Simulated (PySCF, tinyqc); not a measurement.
Inside a calculation. Method: CCD on RHF in the 3-21g basis, for H3+, spin multiplicity 1. The lowest restricted solution is unstable here: a spin-polarised one lies 0.0067 hartree lower (PySCF). One step of it, computed by the program tinyqc.

Problem. Orthogonalisation. S = U s U^T; symmetric (Loewdin) form X = U s^(-1/2) U^T, so that X^T S X = 1.

overlap S, order 1H 1s, 1H 2s, 2H 1s, 2H 2s, 3H 1s, 3H 2s:
```
[[1.000000, 0.645899, 0.088168, 0.281592, 0.088168, 0.281592],
 [0.645899, 1.000000, 0.281592, 0.604749, 0.281592, 0.604749],
 [0.088168, 0.281592, 1.000000, 0.645899, 0.000096, 0.023457],
 [0.281592, 0.604749, 0.645899, 1.000000, 0.023457, 0.133752],
 [0.088168, 0.281592, 0.000096, 0.023457, 1.000000, 0.645899],
 [0.281592, 0.604749, 0.023457, 0.133752, 0.645899, 1.000000]]
```

Give: eigenvalues of S; X.

Solution.

eigenvalues of S: [0.119, 0.307, 0.397, 0.965, 1.559, 2.654]

X, order 1H 1s, 1H 2s, 2H 1s, 2H 2s, 3H 1s, 3H 2s:
```
[[1.260, -0.561, 0.022, 0.056, 0.022, 0.056],
 [-0.561, 1.920, 0.024, -0.621, 0.024, -0.621],
 [0.022, 0.024, 1.241, -0.486, -0.008, 0.013],
 [0.056, -0.621, -0.486, 1.532, 0.013, 0.176],
 [0.022, 0.024, -0.008, 0.013, 1.241, -0.486],
 [0.056, -0.621, 0.013, 0.176, -0.486, 1.532]]
```
